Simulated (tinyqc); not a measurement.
Polytypes and stacking faults of a tetrahedral semiconductor in an axial Ising model with couplings up to third neighbours: one step, computed by the program tinyqc.

Each double layer has s = +1 or -1 for the sense of its stacking step; E per pair of atoms = E0 - sum_n J_n <s_i s_(i+n)>, n = 1, 2, 3. Hexagonality h = (1 - <s_i s_(i+1)>)/2.

Question. Electronic energy gained by the fault. The fault binds electrons in a two-dimensional band E_b below the conduction edge, g2 = m m0/(pi hbar^2) for one valley. With the Fermi level held by the bulk, eta = ln[n/N_c(T)], N_c(T) = N_c (T/300)^1.5, the grand potential falls by g2 (k_B T)^2 F1(x), x = eta + E_b/(k_B T), F1(x) = integral from 0 to infinity of ln(1 + exp(x - t)) dt; sheet density g2 k_B T ln(1 + e^x). Band bending by the trapped charge is left out, so the gain is an upper bound. Net fault energy = gamma of the I2 fault less the electronic gain.

Inputs (values chosen for the exercise, for a model crystal): binding energy of the fault level E_b = 0.042 eV; in-plane mass m = 0.43 m0; effective density of states N_c at 300 K = 3.4e+19 1/cm^3; electron density n = 2.7e+16 1/cm^3; temperature T = 350 K.

Host polytype: 2H.

energy of the glide fault, I2 = 43.31248 mJ/m^2

Constants: m_0 = 9.1093837015e-31 kg; hbar = 1.054571817e-34 J s; k_B = 1.380649e-23 J/K; k_B = 8.617333262e-05 eV/K.

Give: x; sheet density; electronic gain; net fault energy.

Answer.

x = -5.9770

sheet density = 1.3724e+10 1/cm^2

electronic gain = 6.6362e-04 mJ/m^2

net fault energy = 43.312 mJ/m^2

The gain offsets 0.0015 % of the fault energy.
